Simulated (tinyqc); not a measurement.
Tersoff bond-order potential: one step, computed by the program tinyqc. Command: `OMP_NUM_THREADS=1 python tinyqc.py 3003299 3003300 out.jsonl tersoff walk`. One thread of a shared host (Intel(R) Xeon(R) Processor @ 2.30GHz), about 0.01 s of CPU time with the checks.

E = (1/2) sum_(i, j != i) [A exp(-lambda r_ij) - b_ij B exp(-mu r_ij)], b_ij = (1 + (beta zeta_ij)^n)^(-1/(2n)), zeta_ij = sum_(k != i, j) g(theta_ijk), g = 1 + c^2/d^2 - c^2/(d^2 + (h - cos theta)^2), with theta at atom i. Only nearest neighbours count (cut-off function 1 for them, 0 beyond).

Problem. Unrelaxed vacancy. Each of the four neighbours loses one bond; its three other bonds now have zeta = 2 g, for the direction that starts at it. E_v = -E + 12 x (1/2)(b(3g) - b(2g)) B exp(-mu r), where -E is the pair-like cost.

Inputs (values chosen for the exercise, modelled on germanium): B = 415.93 eV; mu = 1.7047 1/angstrom; beta = 8.87e-07; n = 0.7557.

zeta = 7017.754

energy per atom of the diamond lattice = -3.703616 eV

bond order b = 0.9860058

bond length = 2.467068 angstrom

Give: b(2g); unrelaxed vacancy energy E_v.

Solution.

b(2g) = 0.9897

unrelaxed vacancy energy E_v = 3.568 eV

Stronger back bonds return 0.136 eV, so E_v is 96 % of the cohesive energy.
